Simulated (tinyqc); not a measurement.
Single-photon avalanche diode, trigger probability and counting: one step of the calculation.

A multiplication layer of width W with the uniform field V/W; alpha = an exp(-bn/E) for electrons, beta = ap exp(-bp/E) for holes (local model, no dead space). a = alpha W, b = beta W. Electrons enter at x = 0, holes at x = W. P0 is the probability that an electron entering at 0 starts a lasting avalanche, PW the same for a hole entering at W.

Question. Detection, dark counts, afterpulses and dead-time loss. Pm is the mean trigger probability of pairs made evenly in the layer. PDP = eta P0; dark counts Gd Pm; avalanche charge Cd Vx/q; afterpulse probability pa (Cd Vx/q) exp(-td/tt) Pm; true rate n = nph PDP + dark counts; measured n/(1 + n td) (non-paralysable) or n exp(-n td) (paralysable); recharge time Rq Cd.

Inputs (values chosen for the exercise); ionisation coefficients close to those of indium phosphide: excess bias Vx = 12 V; probability that a photon makes a pair that enters the layer eta = 0.26; thermal generation rate in the layer Gd = 11000 1/s; dead time td = 50 ns; diode capacitance Cd = 120 fF; quench resistance Rq = 100 kohm; trapping probability per avalanche carrier pa = 1.3e-7; trap release time tt = 15 ns; photon rate nph = 1.1e6 1/s.

Constants: q = 1.602176634e-19 C. Results are converted to the units shown.

P0 = 0.93619398
Pm = 0.94978038

Wanted: PDP; dark counts; avalanche charge; afterpulse probability; true rate; measured, non-paralysable; measured, paralysable; recharge time.

Answer.

PDP = 0.24341
dark counts = 10448 1/s
avalanche charge = 8.9878e6 electrons
afterpulse probability = 3.9589 %
true rate = 2.7820e5 1/s
measured, non-paralysable = 2.7438e5 1/s
measured, paralysable = 2.7436e5 1/s
recharge time = 12.000 ns

Dead time hides 1.4 % of the events in the first model and 1.4 % in the second.

Numbers from tinyqc (`OMP_NUM_THREADS=1 python tinyqc.py 2630101 2630102 out.jsonl`; about 0.01 s on one thread of a shared Intel Xeon 2.30GHz).
